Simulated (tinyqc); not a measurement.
Straight dislocations in isotropic elasticity: fields, energies, partials, Peierls stress and walls: one step, computed by the program tinyqc.

The line runs along z, the glide plane is y = 0, and beta is the angle between b and the line (0 screw, 90 degrees edge): b_e = b sin(beta) along +x with the extra half plane at y > 0, b_s = b cos(beta). Stress is positive in tension.

Task: Splitting into partials. Shockley partials have b_p = b/sqrt(3) at the angles beta -/+ 30 degrees; their repulsion balances the fault at d = G b_p^2/(8 pi gamma) (2 - nu)/(1 - nu) [1 - 2 nu cos(2 beta)/(2 - nu)].

Inputs (values chosen for the exercise, for a model fcc or diamond crystal): shear modulus G = 47.4 GPa; Poisson ratio nu = 0.252; Burgers vector b = 4.064 angstrom; stacking-fault energy gamma = 40.5 mJ/m^2.

Character: 60-degree.

Give: partial Burgers vector b_p; splitting width d; d/b.

Result:

partial Burgers vector b_p = 2.346 angstrom

splitting width d = 6.855 nm

d/b = 16.87

Widely split: cross-slip and climb need a constriction first.
